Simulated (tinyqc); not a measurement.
# CMOS latch-up, two-transistor model: what changes with what

A parasitic pnp (emitter at Vdd, base shunted by Rw) and npn (emitter at ground, base shunted by Rs) feed each other: the npn collector current flows out of the pnp base node, the pnp collector current into the npn base node. Forward-active transistors with constant gains: Icn = Isn exp(Vn/Vt), Icp = Isp (exp(Vp/Vt) - 1). A current Ii is injected into the npn base node.

Inputs (values chosen for the exercise); values close to those of bulk CMOS: temperature T = 300 K; current gain of the npn bn = 17.5; current gain of the pnp bp = 3.7; saturation current of the npn at T Isn = 1.3e-15 A; saturation current of the pnp at T Isp = 9.6e-15 A; substrate resistance shunting the npn Rs = 330 ohm; well resistance shunting the pnp Rw = 1300 ohm; resistance from the pnp collector to the npn base R2 = 81 ohm; base-emitter voltage in the on state Von = 0.74 V; saturation voltage Vsat = 0.12 V; supply voltage Vdd = 1.8 V.

Constants: q = 1.602176634e-19 C, kB = 1.380649e-23 J/K, Vt = kB T/q. Results are converted to the units shown.

Each table varies one quantity; the others keep the values above.

## Effect of the well resistance shunting the pnp

Node equations: Vp/Rw + Icp/bp = Icn and Vn/Rs + Icn/bn = Icp + Ii. Loop gain G = gn gp/[(1/Rw + gp/bp)(1/Rs + gn/bn)], gn = Icn/Vt, gp = (Icp + Isp)/Vt; the off state ends where G = 1, and Ii there is the trigger current. On state with both base-emitter voltages at Von: npn base current Ib = (Von/Rs + bp Von/Rw)/(bn bp - 1), holding current Ih = (bn + 1) Ib + Von/Rs, holding voltage Vh = Vsat + Von + R2 (Ib + Von/Rs).

Results:
```
Rw (ohm)  Vn at trigger (V)  trigger current (mA)  Ih (mA)  Vh (V)
130                  0.7447                 2.483    9.005   1.071
480                  0.7101                 2.207    4.548   1.052
940                  0.6924                 2.124    3.738   1.048
1800                 0.6755                 2.059    3.335   1.046
3500                 0.6584                 1.999    3.120   1.045
6700                 0.6420                 1.945    3.012   1.045
13000                0.6261                 1.892    2.954   1.045
```

Estimate the missing row, Rw = 250 ohm.

Computed row:
```
Rw (ohm)  Vn at trigger (V)  trigger current (mA)  Ih (mA)  Vh (V)
250                  0.7273                 2.317    6.071   1.058
```

With this row back in the table: As Rw goes from 130 to 13000 ohm, the trigger current falls from 2.48 to 1.89 mA, Ih falls from 9.01 to 2.95 mA and Vh falls from 1.07 to 1.04 V. Vh exceeds the supply Vdd = 1.8 V, which then cannot sustain a latched state, in 0 of the 8 rows. For Rw = 130 Vn at the trigger exceeds the fixed Von of the on-state formulas, so Ih and Vh are too low there.

## Effect of the current gain of the pnp

Same model as above.

Effect of the current gain of the pnp:
```
bp     Vn at trigger (V)  trigger current (mA)  Ih (mA)  Vh (V)
0.071            0.75282                2.2358   176.40  1.8042
0.15             0.70495                2.1198   28.744  1.1577
0.31             0.68817                2.0966   12.355  1.0859
0.64             0.68512                2.0923   6.9703  1.0623
1.3              0.68435                2.0910   4.7792  1.0527
2.8              0.68404                2.0904   3.7210  1.0481
5.8              0.68391                2.0901   3.2630  1.0461
12               0.68385                2.0900   3.0456  1.0452
```

As bp goes from 0.071 to 12, the trigger current falls from 2.24 to 2.09 mA, Ih falls from 176 to 3.05 mA and Vh falls from 1.80 to 1.05 V. Vh exceeds the supply Vdd = 1.8 V, which then cannot sustain a latched state, in 1 of the 8 rows. For bp = 0.034 the product of the gains is about one or less, so there is no latched state. For bp = 0.071 the holding current passes 50 mA, where high injection lowers the gains. For bp = 0.071 Vn at the trigger exceeds the fixed Von of the on-state formulas, so Ih and Vh are too low there.

tinyqc, about 0.06 s, one thread, Intel Xeon 2.30GHz (shared host): `OMP_NUM_THREADS=1 python tinyqc.py 2670116 2670117 out.jsonl`
